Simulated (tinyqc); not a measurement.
# From one set of inputs to another, one input at a time

Model: Hall effect and magnetoresistance of several carrier groups with constant relaxation times. Computed by tinyqc, a small Python program. Command: `OMP_NUM_THREADS=1 python tinyqc.py 3020417 3020418 out.jsonl hall2 ladder`. One thread of a shared host (Intel(R) Xeon(R) Processor @ 2.30GHz), about 0.01 s of CPU time with the checks.

Group 1 has charge -e and group 2 charge +e; s_i is that sign. B lies along z; mu B is formed with mu in m^2/(V s).

The inputs printed are set A. Inputs not listed in the table keep their values of set A, so the rows need not describe a real material.

Inputs (values chosen for the exercise, for a model conductor):
```
quantity            value        unit
density n1        1.2e+15      1/cm^3
mobility mu1       120000  cm^2/(V s)
density n2          9e+14      1/cm^3
mobility mu2         6000  cm^2/(V s)
magnetic field B      3.7           T
```

Carriers: electrons and holes. Densities: per volume.

Constants: e = 1.602176634e-19 C.

Method. sigma_xx = sum n_i e mu_i/(1 + mu_i^2 B^2); sigma_xy = sum s_i n_i e mu_i^2 B/(1 + mu_i^2 B^2). rho_xx = sigma_xx/(sigma_xx^2 + sigma_xy^2); Hall coefficient R_H = sigma_xy/(B (sigma_xx^2 + sigma_xy^2)), with B in V s/cm^2 (1 T = 1e-4 V s/cm^2); magnetoresistance MR = rho_xx(B)/rho_xx(0) - 1. Apparent density 1/(e |R_H|); Hall mobility |R_H|/rho_xx.

Each row keeps all changes above it:
```
input moved                   from       to  rho_xx (ohm cm)  magnetoresistance MR (%)  apparent density (1/cm^3)
set A                            -        -        2.501e+00                 5.887e+03                  7.449e+14
magnetic field B (T)           3.7      9.7        7.370e+00                 1.754e+04                  4.048e+14
density n2 (1/cm^3)          9e+14  1.7e+17        6.209e-03                 1.579e+01                  1.688e+17
mobility mu2 (cm^2/(V s))     6000     5700        6.535e-03                 1.654e+01                  1.688e+17
mobility mu1 (cm^2/(V s))   120000    12000        6.553e-03                 3.254e+00                  1.689e+17
density n1 (1/cm^3)        1.2e+15  9.8e+15        7.434e-03                 2.943e+01                  1.609e+17
```

Where does the difference come from?

rho_xx goes from 2.50 to 0.00743, a factor 0.00297 in all. The largest single move comes from density n2 (a factor 8.42e-4), and magnetic field B works against it (a factor 2.95). Magnetoresistance MR goes from 5890 to 29.4, a factor 0.00500 in all. The largest single move comes from density n2 (a factor 9.00e-4), and density n1 works against it (a factor 9.04). Apparent density goes from 7.45e14 to 1.61e17, a factor 216 in all. The largest single move comes from density n2 (a factor 417), and magnetic field B works against it (a factor 0.543). The single moves hold for this order of the switches; the total does not depend on the order.

Extremes, crossings and ranges named in words are read from the listed rows.
